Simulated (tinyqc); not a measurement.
Worked calculation: lattice vibrations of a chain. Computed by tinyqc, a small Python program that keeps every step. Command: `OMP_NUM_THREADS=1 python tinyqc.py 29118 29119 out.jsonl` (the two numbers bound the seeds that draw the settings). One thread of a shared host (Intel(R) Xeon(R) Processor @ 2.60GHz), about 0.01 s of CPU time with the checks.

## Dynamical matrix at q = 0.45

A chain moving along its axis:
```
atom   mass (u)  spring to the next atom (eV/angstrom^2)
1      50.10000                                 23.10000
2      74.20000                                  3.60000
3     115.10000                                 14.70000
```

q is in units of 2 pi/a. A spring k from atom i to atom j, n cells on, adds k to Phi_ii and Phi_jj, -k exp(2 pi i q n) to Phi_ij and the conjugate to Phi_ji (for one atom a cell: 2k (1 - cos 2 pi q n)); D_ij = Phi_ij / sqrt(m_i m_j).

D(q) (eV/(angstrom^2 u)), lower triangle (Hermitian):
```
                  1         2        3
1           0.75449
2          -0.37887   0.35984
3  0.18411-0.05982i  -0.03895  0.15899
```

## Frequencies

omega^2 are the eigenvalues; wavenumber = 521.4708 sqrt(eigenvalue) 1/cm.

eigenvalues: 0.05647  0.19277  1.02408

wavenumbers (1/cm): 123.9  229.0  527.7

weights |e|^2 of the mass-weighted modes:
```
         mode 1   mode 2   mode 3
atom 1  0.22432  0.06320  0.71248
atom 2  0.25847  0.49819  0.24335
atom 3  0.51722  0.43861  0.04417
```

## Dispersion and heat capacity

C/k_B per atom = mean over q = (j + 1/2)/80, j = 0..39 and all branches of y^2 e^y/(e^y - 1)^2, y = hc wavenumber / k_B T.

Wavenumbers (1/cm):
```
q         branch 1   branch 2   branch 3
0.00000    0.00000  267.71169  524.01058
0.06250   21.16518  266.57986  524.16014
0.12500   42.00714  263.25662  524.58363
0.18750   62.16149  257.96533  525.21088
0.25000   81.16438  251.10769  525.94097
0.31250   98.35337  243.33447  526.66079
0.37500  112.70134  235.68735  527.26323
0.43750  122.63679  229.76026  527.66190
0.50000  126.27010  227.46082  527.80117
```

Heat capacity:
```
T (K)  C/k_B per atom
20            0.09295
50            0.23555
100           0.43187
200           0.69341
300           0.82621
600           0.94818
1200          0.98640
```

zero-point energy per atom = 17.58456 meV
